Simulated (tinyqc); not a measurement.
## Length offset and series resistance from crossing lines

Problem. R_total = Rs + k (L - dL)/Vo with constant Rs, dL and k. Find k, dL and Rs.

R_total at (L, Vo) = (45, 0.3), (135, 0.3), (45, 0.86) and (135, 0.86), L in nm and Vo in V (ohm um): 226.2  586.2  132.95349  258.53488

Answer. At each overdrive R is a straight line in L with slope k/Vo; the two lines cross at L = dL, R = Rs.

k = 1.200 ohm um V/nm
dL = 9.200 nm
Rs = 83.00 ohm um

tinyqc, about 0.03 s, one thread, Intel Xeon 2.30GHz (shared host): `OMP_NUM_THREADS=1 python tinyqc.py 2282115 2282116 out.jsonl`
